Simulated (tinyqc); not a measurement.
What each parameter does: trap in a gate oxide as a short-range spherical well.

A spherical well of radius R and depth V0 below the conduction edge, one mass m, c = hbar^2/2m0. The s level at binding Et solves k cot(k R) = -kappa with k = sqrt(m (V0 - Et)/c), kappa = sqrt(m Et/c); it exists for V0 > Vc = c (pi/2R)^2/m. Outside, psi falls as exp(-kappa r)/r.

Energies from the conduction edge of the channel. The trap level at depth x is E_T = dEc - Et - e Fox x (1 MV/cm = 0.01 eV/angstrom). An electron at the channel edge tunnels with the WKB exponent S = (4/3) sqrt(m/c) [dEc^(3/2) - (dEc - e Fox x)^(3/2)]/(e Fox), c = hbar^2/2m0; tau = t0 exp(S); the occupation is f = 1/(1 + exp((E_T - EF)/kB T)), tau_c = tau/f and tau_e = tau/(1 - f). Lattice relaxation is left out; a level below the channel edge needs phonons as well, so tau is then a lower bound, while a level above it can also empty elastically at its own energy, through a thinner barrier, faster than this tau.

Constants: hbar^2/2m0 = 3.80998211 eV angstrom^2; kB = 8.617333262e-05 eV/K.

Parameters, chosen for this exercise (near those of HfO2 on Si; shifted at random, so the results belong to these values and not to a real crystal): R = 5 angstrom (radius of the well); V0 = 4.66 eV (depth of the well); m = 0.212 m0 (mass); dEc = 1.49 eV (conduction offset to the channel); Fox = 2.6 MV/cm (oxide field, lowering levels away from the channel); t0 = 4.7 x 1e-11 s (time constant at the interface); T = 300 K (temperature); EF = 0.07 eV (Fermi level above the channel edge); x = 14 angstrom (depth of the trap).

Et from the well, then the level and the time.

Results for these values:
```
case,Et (eV),E_T (eV),log10 tau (s),ln(tau_c/tau_e)
base,1.362,-0.236,-7.05,-11.8
```

What happens to each result for m = 0.233 m0, all else kept?

Answer: Et rises from 1.362 to 1.541; E_T falls from -0.236 to -0.415; log10 tau rises from -7.05 to -6.89; ln(tau_c/tau_e) falls from -11.8 to -18.8.

The same for each parameter in turn:
```
case,Et (eV),E_T (eV),log10 tau (s),ln(tau_c/tau_e)
base,1.362,-0.236,-7.05,-11.8
x = 16 angstrom,1.362,-0.288,-6.62,-13.8
Fox = 3.6 MV/cm,1.362,-0.376,-7.14,-17.2
dEc = 1.37 eV,1.362,-0.356,-7.20,-16.5
m = 0.233 m0,1.541,-0.415,-6.89,-18.8
V0 = 4.89 eV,1.525,-0.399,-7.05,-18.2
T = 350 K,1.362,-0.236,-7.05,-10.1
EF = 0.12 eV,1.362,-0.236,-7.05,-13.8
```

Program tinyqc; command `OMP_NUM_THREADS=1 python tinyqc.py 1280248 1280249 out.jsonl`; about 0.01 s on one thread of a shared Intel(R) Xeon(R) Processor @ 2.30GHz.
